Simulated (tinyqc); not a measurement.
Input admittance of a MOSFET at zero drain bias: distributed channel and distributed gate: two steps of the calculation.

Source and drain grounded, strong inversion, w = 2 pi f, Cox = eps0 eox/tox. The channel is an RC line of resistance 1/(mu Cox Vo) per square fed from both ends, so one finger has the intrinsic admittance y = i w Cox L tanh(g)/g per width, g = (1/2) sqrt(i w tau), tau = L^2/(mu Vo). The vertical resistance rv/L is in series with y, the overlaps 2 i w Cov in parallel: y_t = 1/(1/y + rv/L) + 2 i w Cov. The gate strip is a line of Rsh/L per length loaded by y_t, so a finger has Y = y_t Wf tanh(k)/k, k = (Wf/sd) sqrt(y_t Rsh/L); the device has Nf Y.

Values chosen for this exercise; values of the order met in silicon radio-frequency transistors: relative permittivity of the gate insulator (close to hafnium oxide) eox = 21.3; insulator thickness tox = 9.9 nm; channel length L = 0.8 um; finger width Wf = 0.93 um; number of fingers Nf = 4; channel mobility mu = 380 cm^2/(V s); gate overdrive Vo = 0.32 V; sheet resistance of the gate Rsh = 20 ohm/square; vertical resistivity of the gate stack rv = 1.6 ohm um^2; number of ends at which a finger is contacted sd = 2; overlap and fringe capacitance on each side Cov = 0.4 fF/um; frequency f = 3.4 GHz.

Constants: eps0 = 8.8541878128e-14 F/cm where lengths are in cm. Results are converted to the units shown.

Task 1. Low-frequency resistances and capacitance. Low-frequency limits, with c = Cox L and ct = c + 2 Cov: R_strip = Rsh Wf/(3 sd^2 L Nf), R_ch = (c/ct)^2 L/(12 mu Cox Vo Wf Nf), R_vert = (c/ct)^2 rv/(L Wf Nf), C = ct Wf Nf.

Give: parts; sum; C; 1/(2 pi R C).

Result 1.

parts (ohm): strip 0.4844, channel 69.84, vertical 0.4853
sum = 70.81 ohm
C = 59.67 fF
1/(2 pi R C) = 37.67 GHz

The channel term is the largest, 98.6 % of the sum.

Task 2. Admittance of the channel and stack per width. tau, g, c = Cox L, y and y_t as defined.

Find: tau; g; c; y; y_t.

Result 2.

tau = 52.63 ps
g = 0.3749+0.3749i
c = 15.24 fF/um
y = 30.1+322.2i uS/um
y_t = 30.3+339.2i uS/um

w tau = 1.12, and Im y is 0.990 of w c.

Numbers from tinyqc (`OMP_NUM_THREADS=1 python tinyqc.py 2262194 2262195 out.jsonl`; about 0.01 s on one thread of a shared Intel Xeon 2.30GHz).
